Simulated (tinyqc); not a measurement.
# Inputs raised by 10 %, one at a time

Model: MOS capacitor with interface traps: C-V stretch-out, conductance peak and subthreshold swing. Computed by tinyqc, a small Python program. Command: `OMP_NUM_THREADS=1 python tinyqc.py 3009830 3009831 out.jsonl mostraps sens`. One thread of a shared host (Intel(R) Xeon(R) Processor @ 2.30GHz), about 0.02 s of CPU time with the checks.

Energies at the interface are counted from the valence band. psi > 0 means bending towards depletion, so the surface potential is -psi. Boltzmann statistics, full ionisation, no quantum confinement. Traps are neutral when filled up to E_n, with a sharp (zero-temperature) occupation.

Inputs (values chosen for the exercise, for a model semiconductor):
```
quantity                              value         unit
gap E_g                                 3.1           eV
electron mass m_e                     0.158          m_0
valleys M_c                               1            -
hole mass m_h                          1.79          m_0
dielectric constant eps_s              6.79            -
doping N                            7.4e+15        cm^-3
insulator constant eps_ox              9.21            -
insulator thickness t_ox                7.6           nm
work-function difference phi_ms        0.39            V
fixed charge N_f                    3.4e+10        cm^-2
trap density D_0                    6.1e+11  cm^-2 eV^-1
neutrality level E_n                   1.05           eV
capture cross-section sigma           1e-16         cm^2
band bending towards depletion psi     0.86            V
temperature T                           200            K
peak density D_1                      4e+12  cm^-2 eV^-1
peak width w                          0.055           eV
peak position E_p                      1.51           eV
```

Substrate: n-type. Trap spectrum: flat plus a Gaussian peak.

Constants: m_0 = 9.1093837015e-31 kg; k_B = 1.380649e-23 J/K; h = 6.62607015e-34 J s; k_B = 8.617333262e-05 eV/K; eps_0 = 8.8541878128e-12 F/m; e = 1.602176634e-19 C.

Method:
- N_c = 2 M_c (2 pi m_e k_B T/h^2)^(3/2) and N_v = 2 (2 pi m_h k_B T/h^2)^(3/2), masses in units of m_0.
- n_i = sqrt(N_c N_v) exp(-E_g/2 k_B T); E_F = E_g - k_B T ln(N_c/N); phi_B = (k_B T/e) ln(N/n_i); L_D = sqrt(eps_s eps_0 k_B T/(e^2 N)); C_ox = eps_ox eps_0/t_ox.
- With u = psi/k_B T and r = (n_i/N)^2: F = sqrt(exp(-u) + u - 1 + r (exp(u) - u - 1)); Q_s = +sign(u) sqrt(2) eps_s eps_0 (k_B T/e) F/L_D; C_s = (eps_s eps_0/(sqrt(2) L_D)) |1 - exp(-u) + r (exp(u) - 1)|/F; at high frequency, below strong inversion, the terms in r are dropped.
- D(E) = D_0 + D_1 exp(-(E - E_p)^2/2 w^2).
- E_F at the interface is E_s = E_F - psi; Q_it = -e int from E_n to E_s of D(E) dE; C_it = e D(E_s) (per volt); V_G = phi_ms - psi - (Q_s + Q_it + e N_f)/C_ox.
- C_LF = [1/C_ox + 1/(C_s + C_it)]^-1; C_HF = [1/C_ox + 1/C_s(HF)]^-1; high-low estimate D = [(1/C_LF - 1/C_ox)^-1 - (1/C_HF - 1/C_ox)^-1]/e; stretch-out |dV_G/d psi| = 1 + (C_s + C_it)/C_ox; swing factor at this bending (the subthreshold swing when psi lies between phi_B and 2 phi_B) S = ln(10) (k_B T/e)(1 + (C_s(HF) + C_it)/C_ox).
- v = sqrt(3 k_B T/m) with the majority mass; surface density n_s = N exp(-psi/k_B T); tau = 1/(sigma v n_s); for a continuum of levels G_p/omega = C_it ln(1 + omega^2 tau^2)/(2 omega tau), which peaks at omega tau = 1.98, the frequency 1.98/(2 pi tau); potential fluctuations are left out.

Runs:
```
input moved                                from        to  C_LF (microF/cm^2)  C_HF (microF/cm^2)  stretch-out  peak of G_p/omega (microF/cm^2)
base run                                      -         -             0.10655            0.020177       1.1103                         0.039325
trap density D_0 (cm^-2 eV^-1)          6.1e+11  6.71e+11             0.11441            0.020177       1.1194                         0.043257
peak density D_1 (cm^-2 eV^-1)            4e+12   4.4e+12             0.10655            0.020177       1.1103                         0.039325
insulator thickness t_ox (nm)               7.6      8.36             0.10550            0.020140       1.1213                         0.039325
insulator constant eps_ox                  9.21    10.131             0.10752            0.020212       1.1002                         0.039325
doping N (cm^-3)                        7.4e+15  8.14e+15             0.10736            0.021143       1.1112                         0.039325
band bending towards depletion psi (V)     0.86     0.946             0.10576            0.019238       1.1093                         0.039325
dielectric constant eps_s                  6.79     7.469             0.10736            0.021143       1.1112                         0.039325
```

Exponents ln(y'/y) / ln(x'/x):
```
input                                 C_LF    C_HF  stretch-out  peak of G_p/omega
trap density D_0                     0.747   0.000        0.086                  1
peak density D_1                     0.000   0.000        0.000                  0
insulator thickness t_ox            -0.104  -0.020        0.104                  0
insulator constant eps_ox            0.095   0.018       -0.095                  0
doping N                             0.080   0.490        0.009                  0
band bending towards depletion psi  -0.078  -0.500       -0.009                  0
dielectric constant eps_s            0.080   0.490        0.009                  0
```

Which inputs matter most for each result?

Among the inputs moved here: C_LF answers most in size to trap density D_0 (exponent +0.747), next to insulator thickness t_ox (-0.104); its exponent is below 0.0005 for peak density D_1. C_HF answers most in size to band bending towards depletion psi (exponent -0.500), next to doping N (+0.490); its exponent is below 0.0005 for trap density D_0, peak density D_1. Its exponent -0.020 in insulator thickness t_ox: the depletion capacitance rules the series. Stretch-out answers most in size to insulator thickness t_ox (exponent +0.104), next to insulator constant eps_ox (-0.095); its exponent is below 0.0005 for peak density D_1. Peak of G_p/omega answers most in size to trap density D_0 (exponent +1.000); its exponent is below 0.0005 for peak density D_1, insulator thickness t_ox, insulator constant eps_ox, doping N, band bending towards depletion psi, dielectric constant eps_s. Its exponent +1.000 in trap density D_0: the peak measures D directly.

Caution (all rows): traps deeper than about 24 k_B T and minority carriers reach equilibrium slowly or not at all, so the charges here are limits for very slow sweeps.

Extremes, crossings and ranges named in words are read from the listed rows.
